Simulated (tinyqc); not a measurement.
Yield over energy: physical sputtering: collision-cascade yield, angular dependence, faceting and resputtering in deposition. Computed by tinyqc, a small Python program. Command: `OMP_NUM_THREADS=1 python tinyqc.py 3023461 3023462 out.jsonl sputter walk`. One thread of a shared host (Intel(R) Xeon(R) Processor @ 2.30GHz), about 0.01 s of CPU time with the checks.

Ions start collision cascades; atoms that reach the surface with more than U leave. The target is amorphous or fine-grained.

Inputs (values chosen for the exercise, modelled on argon ions on germanium):

| quantity | value | unit |
|---|---|---|
| ion Z1 | 18 | - |
| ion mass M1 | 39.95 | u |
| target Z2 | 32 | - |
| target mass M2 | 72.6 | u |
| surface binding energy U | 3.85 | eV |
| target density N | 44.2 | 1/nm^3 |
| fit factor Q | 0.61 | - |
| ion energy E | 76 | eV |
| current density J | 0.92 | mA/cm^2 |

Constants: e = 1.602176634e-19 C.

Method. gamma = 4 M1 M2/(M1 + M2)^2; threshold E_th = 6.7 U/gamma for M1 >= M2, else U (1 + 5.7 M1/M2)/gamma. eps = 0.03255 M2 E/(Z1 Z2 (M1 + M2) z), z = (Z1^(2/3) + Z2^(2/3))^(1/2), E in eV; s_n = 3.441 sqrt(eps) ln(eps + 2.718)/(1 + 6.355 sqrt(eps) + eps (6.882 sqrt(eps) - 1.708)); S_n = 84.78 Z1 Z2 M1 s_n/((M1 + M2) z) in eV angstrom^2; alpha = 0.249 (M2/M1)^0.56 + 0.0035 (M2/M1)^1.5 for M1 <= M2, else 0.0875 (M2/M1)^(-0.15) + 0.165 M2/M1; Y0 = 0.042 Q alpha S_n/U [1 - sqrt(E_th/E)]^2.5 (the electronic-loss factor of the full formula is dropped). Erosion rate = Y0 J/(e N); 1 cm^2 = 1e14 nm^2.

threshold E_th = 17.3892 eV

Normal incidence:

| E (eV) | eps | S_n (eV angstrom^2) | Y0 | Y0 per keV |
|---|---|---|---|---|
| 50 | 4.4273e-04 | 269.1 | 0.0688 | 1.3764 |
| 100 | 8.8545e-04 | 363.0 | 0.2235 | 2.2351 |
| 200 | 1.7709e-03 | 482.3 | 0.4777 | 2.3884 |
| 300 | 2.6564e-03 | 564.5 | 0.6726 | 2.2422 |
| 500 | 4.4273e-03 | 681.2 | 0.9646 | 1.9292 |
| 1000 | 8.8545e-03 | 860.9 | 1.4341 | 1.4341 |
| 2000 | 1.7709e-02 | 1059.3 | 1.9676 | 0.9838 |
| 5000 | 4.4273e-02 | 1331.9 | 2.7141 | 0.5428 |
| 10000 | 8.8545e-02 | 1523.0 | 3.2481 | 0.3248 |
| 30000 | 2.6564e-01 | 1713.5 | 3.8246 | 0.1275 |
| 100000 | 8.8545e-01 | 1560.2 | 3.5803 | 0.0358 |

The yield per keV peaks at 200 eV among these rows, 12 times the threshold, the most economical range for removing atoms. Y0 varies as E^1.70 between the first rows and as E^-0.05 at the end; it peaks near 30000 eV, close to the broad maximum of nuclear stopping. Caution: within a few times the threshold, cascades are short and these fits are rough. Caution: the electronic-loss factor, dropped here, would lower the yields at the highest energies slightly.

Extremes, crossings and ranges named in words are read from the listed rows.
